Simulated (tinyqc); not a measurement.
Threshold-voltage variability of a planar MOSFET, analytic estimates: one step of the calculation.

Three independent sources add in quadrature: random dopants in the depleted layer, metal-gate grains of two orientations, and roughness of the two gate edges acting through the roll-off VT = VT(long) - Vr exp(-L/l). These are first-order estimates: no three-dimensional electrostatics, no percolation.

Question. Metal grains and edge roughness. Grains: Ng = L W/G^2 (at least 1), s2 = dW sqrt(p (1 - p)/Ng). Edges, with exponential correlation and u = W/La: the mean gate length has sL^2 = 2 De^2 (2/u)[1 - (1 - exp(-u))/u]; s3 = sL (Vr/l) exp(-L/l).

Parameters, values chosen for the exercise; material values close to those of germanium:
```
symbol,value,unit,meaning
L,20,nm,gate length
W,37,nm,gate width
G,4,nm,metal grain size
dW,0.3,eV,work-function difference of the two grain orientations
p,0.6,,share of the orientation of higher work function
De,2,nm,rms roughness of one gate edge
La,10,nm,correlation length of the roughness
l,5.1,nm,decay length of the threshold roll-off
Vr,2.1,V,prefactor of the roll-off
```

Wanted: Ng; s2; sL; dVT/dL; s3.

Answer.

Ng = 46.250
s2 = 21.611 mV
sL = 1.7845 nm
dVT/dL = 8.1571 mV/nm
s3 = 14.556 mV

tinyqc, about 0.01 s, one thread, Intel Xeon 2.30GHz (shared host): `OMP_NUM_THREADS=1 python tinyqc.py 2090032 2090033 out.jsonl`
